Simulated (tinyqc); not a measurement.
Charge control and current of a heterostructure field-effect transistor: one step, computed by the program tinyqc. Command: `OMP_NUM_THREADS=1 python tinyqc.py 3015364 3015365 out.jsonl hemt walk`. One thread of a shared host (Intel(R) Xeon(R) Processor @ 2.30GHz), about 0.01 s of CPU time with the checks.

Two subbands in a triangular well; E_F is counted from the conduction band edge of the channel at the interface.

Question. Levels and gate capacitance. Charge control: n_s = C_b (V_G - V_T - E_F/e)/e. Well: mean field F = e n_s/(2 eps eps_0), E_i = (hbar^2/2m)^(1/3) [(3 pi e F/2)(i + 3/4)]^(2/3), i = 0, 1; n_s = D k_B T sum_i ln(1 + exp((E_F - E_i)/k_B T)), D = m/(pi hbar^2), which is solved in closed form for E_F. C_g = e dn_s/dV_G = 1/(1/C_b + 1/C_q), 1/C_q = d(E_F/e)/d(e n_s) by a central difference of +/- 0.1 % in n_s; added distance dd = eps eps_0/C_q.

Inputs (values chosen for the exercise, modelled on AlGaAs/GaAs): channel mass m = 0.068 m_0; permittivity eps (barrier and channel) = 12.5; conduction band offset dE_c = 0.26 eV; temperature T = 300 K; spacer between delta layer and channel = 2.6 nm.

Charge source: delta doping. Velocity law: smooth.

sheet density n_s = 3.929227e+12 1/cm^2

barrier capacitance C_b = 0.2991280 microfarad/cm^2

Constants: k_B = 8.617333262e-05 eV/K; e = 1.602176634e-19 C; eps_0 = 8.8541878128e-12 F/m; hbar = 1.054571817e-34 J s; m_0 = 9.1093837015e-31 kg; k_B = 1.380649e-23 J/K.

Give: E_0; E_1; E_F; share in the second subband; gate capacitance C_g; added distance dd.

Answer.

E_0 = 178.2 meV

E_1 = 313.5 meV

E_F = 303.1 meV

share in the second subband = 9.565 %

gate capacitance C_g = 0.2680 microfarad/cm^2

added distance dd = 4.291 nm

C_g is 90 % of C_b: the finite density of states and the rise of E_0 act as 4.3 nm of extra barrier. Caution: E_F lies above the conduction band minimum of the barrier, so electrons would spill into the barrier.
